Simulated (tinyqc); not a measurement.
What each parameter does: round or elliptic silicon nanowire with anisotropic valleys (Ritz method).

Wire along x = [100] on a (001) wafer, y = [010], z = [001]. Valley groups, two valleys each (w = inverse masses): A, axis along z: w_y = 1/mt, w_z = 1/ml, m_x = mt; B, axis along y: w_y = 1/ml, w_z = 1/mt, m_x = mt; C, axis along x: w_y = w_z = 1/mt, m_x = ml.

Hard wall on the ellipse (y/a)^2 + (z/b)^2 = 1, c = hbar^2/2m0. With u = y/a, v = z/b the operator is -c [(w_y/a^2) d2/du2 + (w_z/b^2) d2/dv2] on the unit disc. Basis (1 - u^2 - v^2) u^i v^j; S, X and Y are the disc integrals of f f', (df/du)(df'/du) and (df/dv)(df'/dv), from the integral of u^p v^q = 2 Gamma((p+1)/2) Gamma((q+1)/2)/((p + q + 2) Gamma((p+q+2)/2)) for even p, q; H = c (w_y X/a^2 + w_z Y/b^2).

Converged values use 21 functions of each parity class (e or o in u, then in v).

Constants: hbar^2/2m0 = 3.80998211 eV angstrom^2.

Parameters, chosen for this exercise (near those of a Si nanowire; the results hold for these values, not for the real material): ml = 0.905 m0 (longitudinal mass); mt = 0.187 m0 (transverse mass); a = 30 angstrom (semi-axis along y); b = 30 angstrom (semi-axis along z).

Lowest level of groups A and B.

One parameter was then changed.

Results before and after:
```
case     A (eV)  B (eV)  B - A (meV)
base     0.0776  0.0776          0.0
changed  0.0760  0.0760          0.0
```

Which of these changes was made? (a) a = 28 angstrom; (b) mt = 0.168 m0; (c) ml = 1.014 m0; (d) b = 28 angstrom.

Answer: (c) ml = 1.014 m0. Of the candidates, run in turn, only this one gives the changed row.

All candidates:
```
case             A (eV)  B (eV)  B - A (meV)
base             0.0776  0.0776          0.0
a = 28 angstrom  0.0869  0.0798         -7.0
b = 28 angstrom  0.0798  0.0869          7.0
ml = 1.014 m0    0.0760  0.0760          0.0
mt = 0.168 m0    0.0847  0.0847          0.0
```

Run: tinyqc, `OMP_NUM_THREADS=1 python tinyqc.py 1281846 1281847 out.jsonl`; Intel(R) Xeon(R) Processor @ 2.30GHz, one thread, shared host; about 0.06 s of CPU time with all checks.
